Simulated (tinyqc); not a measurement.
Inside a calculation. Method: extended Hueckel theory, for H4-. The parameters take no account of the charge, which enters only through the electron count, and nothing here shows that the anion is bound. One step of it, computed by the program tinyqc.

Problem. Mulliken analysis. P = C n C^T; charge = valence electrons (H 1) minus the sum of (P S)_ii on the atom; overlap population = 2 sum P_ij S_ij between two atoms.

coefficients:
```
            MO1        MO2        MO3        MO4
1H 1s  0.319277   0.481161   0.857819  -0.849369
2H 1s  0.390619   0.362750  -0.701149   1.126624
3H 1s  0.390619  -0.362750  -0.701149  -1.126624
4H 1s  0.319277  -0.481161   0.857819   0.849369
```

occupations: 2.000000  2.000000  1.000000  0.000000

overlap S, lower triangle:
```
          1H 1s     2H 1s     3H 1s     4H 1s
1H 1s  1.000000
2H 1s  0.652091  1.000000
3H 1s  0.110903  0.340827  1.000000
4H 1s  0.030987  0.110903  0.652091  1.000000
```

Give: charges; Overlap populations.

Solution.

charges: 1H -0.338, 2H -0.162, 3H -0.162, 4H -0.338

Overlap populations:
```
pair      value
2-1   -0.003841
3-1   -0.155510
3-2    0.363732
4-1    0.029543
4-2   -0.155510
4-3   -0.003841
```
